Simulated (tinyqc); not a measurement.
# CMOS inverter, nodal equation and switching: effect of the gain factor of the pull-up transistor

An n-channel pull-down (bn, VTn) and a p-channel pull-up (bp, VTp) share the input Vin and the output node Vout, which carries the load C. Transistor (EKV form, voltages against the body): I = 2 n b Vt^2 [F(vp - Vs) - F(vp - Vd)] from drain to source, F(v) = ln^2(1 + exp(v/(2 Vt))), vp = (Vg - VT + sg |Vd - Vs|)/n. n-channel bodies are at 0; for the p-channel device all voltages are counted down from Vdd. b in uA/V^2 gives I in uA. Static: In = Ip. Transient: C dVout/dt = Ip - In. No velocity saturation, no gate capacitance beyond C.

VM solves In = Ip with Vin = Vout; VIL and VIH are the inputs of gain -1, NML = VIL - Vout(VIH), NMH = Vout(VIL) - VIH. For a step input the delay to Vdd/2 is tHL = C times the integral of dV/(In - Ip) from Vdd/2 to Vdd at Vin = Vdd, and tLH likewise with Ip - In from 0 to Vdd/2 at Vin = 0.

Parameters, values chosen for the exercise:
```
symbol  value    unit                                  meaning
T         300       K                              temperature
Vdd       0.4       V                           supply voltage
n        1.13                                     slope factor
sg      0.021                   drain-induced barrier lowering
VTn      0.44       V                      n-channel threshold
VTp      0.39       V          p-channel threshold (magnitude)
bn        690  uA/V^2  gain factor of the pull-down transistor
C           1      fF                         load capacitance
```

Constants: q = 1.602176634e-19 C, kB = 1.380649e-23 J/K, Vt = kB T/q. Results are converted to the units shown.

Effect of the gain factor of the pull-up transistor:

| bp (uA/V^2) | VM (V) | gain at VM | NML (V) | NMH (V) | tHL (ps) | tLH (ps) |
|---|---|---|---|---|---|---|
| 140 | 0.2014 | -46.48 | 0.1706 | 0.1678 | 966.4 | 1334 |
| 210 | 0.2072 | -46.43 | 0.1766 | 0.1618 | 966.4 | 889.2 |
| 320 | 0.2133 | -46.33 | 0.1828 | 0.1556 | 966.4 | 583.5 |
| 500 | 0.2198 | -46.14 | 0.1894 | 0.1490 | 966.4 | 373.5 |
| 760 | 0.2259 | -45.89 | 0.1956 | 0.1428 | 966.4 | 245.7 |
| 1200 | 0.2325 | -45.51 | 0.2024 | 0.1360 | 966.4 | 155.6 |
| 1800 | 0.2384 | -45.07 | 0.2084 | 0.1300 | 966.5 | 103.7 |
| 2800 | 0.2448 | -44.47 | 0.2149 | 0.1235 | 966.5 | 66.69 |

As bp goes from 140 to 2800 uA/V^2, VM rises from 0.201 to 0.245 V, the size of the gain falls from 46.5 to 44.5, tHL stays near 966 ps and tLH falls from 1330 to 66.7 ps. The smaller margin is largest, 0.168 V, at bp = 140 uA/V^2 among the rows. A stronger pull-up raises VM and trades low-side against high-side margin. In every row the supply is below a threshold, where mismatch, left out here, dominates margins and delay.

Computed by the program tinyqc: `OMP_NUM_THREADS=1 python tinyqc.py 2340053 2340054 out.jsonl`, one thread of a shared Intel Xeon 2.30GHz, about 0.04 s for the whole run.
